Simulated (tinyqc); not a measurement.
Inside a calculation. Model: longitudinal sound in a periodic multilayer: transfer matrices, stop bands and folded phonons. Computed by tinyqc, a small Python program that keeps every step. Command: `OMP_NUM_THREADS=1 python tinyqc.py 3002591 3002592 out.jsonl multilayer walk`. One thread of a shared host (Intel(R) Xeon(R) Processor @ 2.30GHz), about 0.01 s of CPU time with the checks. Intermediate numbers are printed to about 7 digits and carried at full precision; extremes and crossings named in words are read from the listed rows.

Layers 1 and 2 repeat with period d = d_1 + d_2; waves travel normal to the layers, without loss. State vector (u, s): displacement u and stress divided by omega. Impedances Z = rho v are in 1e6 kg/(m^2 s).

Inputs (values chosen for the exercise, modelled on silica (layer 1), molybdenum (layer 2) and silicon (substrate)): density rho_1 = 2.19 g/cm^3; velocity v_1 = 5920 m/s; thickness d_1 = 361 nm; density rho_2 = 10.3 g/cm^3; velocity v_2 = 6370 m/s; thickness d_2 = 204 nm; substrate density = 2.34 g/cm^3; substrate velocity = 8350 m/s; periods N = 12; frequency f = 8.83 GHz.

## Impedances, mean velocity and Bragg frequency

Z = rho v; interface reflection r = (Z_2 - Z_1)/(Z_2 + Z_1) (stress amplitude, from 1 into 2); Bragg frequency f_B = 1/[2 (d_1/v_1 + d_2/v_2)]; long-wave velocity v_eff = d/sqrt[(d_1/v_1)^2 + (d_2/v_2)^2 + (Z_1/Z_2 + Z_2/Z_1)(d_1/v_1)(d_2/v_2)].

Z_1 = 12.9648

Z_2 = 65.611

Z of the substrate = 19.539

interface reflection r = 0.6700053

Bragg frequency f_B = 5.376064 GHz

long-wave velocity v_eff = 4611.210 m/s

## Transfer matrix of one period

A layer maps (u, s) by [[cos p, sin p/Z], [-Z sin p, cos p]], p = 2 pi f d_i/v_i; one period is M = M_2 M_1, and cos(q d) = trace(M)/2.

phase p_1 = 3.383187 rad

phase p_2 = 1.776770 rad

M:
$$\begin{pmatrix}
0.2448580 & -0.01071168 \\
61.72452 & 1.383768
\end{pmatrix}$$

trace(M)/2 = 0.8143131

|trace/2| < 1: f lies in a pass band, with q d = 0.6193 rad (folded into 0 to pi).

## Transmission through N periods

For N periods A = M^N. A wave comes from a thick layer of material 1 and leaves into the substrate (Z_s): transmitted power T = 4 Z_1 Z_s/|Z_1 A_22 + Z_s A_11 - i (Z_1 Z_s A_12 - A_21)|^2, reflected power R = 1 - T.

A = M^N:
$$\begin{pmatrix}
-0.4841765 & -0.01682856 \\
96.97215 & 1.305106
\end{pmatrix}$$

transmitted power T = 0.09833622

T in decibel = -10.07286 dB

## The first stop band

Gap m contains m f_B; its edges, where trace(M)/2 = (-1)^m, are found by root search. Weak-contrast estimate of the width: (4 f_B/pi) |r sin(m pi a)|, a = (d_1/v_1)/(d_1/v_1 + d_2/v_2).

lower edge = 2.973945 GHz

upper edge = 7.281195 GHz

width/f_B = 80.11903 %

transmitted power at f_B = 3.240271e-15

Caution: so small a transmitted power at f_B holds only for perfect layers and strictly normal incidence.

## The first four gaps

The formulas are those given above.

Stop bands (GHz):
```
m  lower edge  upper edge     width  weak-contrast estimate
1     2.97395     7.28120  4.307250                4.048653
2     9.00205    13.04611  4.044060                3.803842
3    15.82827    16.32487  0.496599                0.474819
4    19.03080    23.55293  4.522126                4.249950
```

With a = 0.656, gap 4 is the widest and gap 3 the narrowest; gap m closes when m a is a whole number. The weak-contrast estimate misses the first width by -6.0 % at |r| = 0.67. Odd gaps open at the edge of the folded zone (q = pi/d), even ones at its centre.

## Mirror strength against the number of periods

The formulas are those given above.

Transmitted power:
```
N       T at f_B  T at f_B (dB)      T at f
1      0.2536734      -5.957252   0.2170380
2     0.01552484      -18.08973  0.09183355
3   8.427682e-04      -30.74292  0.08754411
4   4.544707e-05      -43.42494   0.1821781
6   1.320632e-07      -68.79218   0.2413019
8   3.837500e-10      -94.15952  0.08575058
12  3.240271e-15      -144.8942  0.09833622
16  2.735989e-20      -195.6289   0.3046614
24  1.950655e-30      -297.0982   0.1332796
```

At f_B each further period removes 12.68 dB at large N; 99 % reflection needs N = 3 among these rows. At f, in a pass band, T does not decay with N. Values below about 1e-6 belong to the ideal stack: roughness and scattering into other modes, left out here, set a floor in a real one.

Checks made by the program: trace against Rytov's formula cos p_1 cos p_2 - (1/2)(Z_1/Z_2 + Z_2/Z_1) sin p_1 sin p_2 (relative difference below 1e-10).
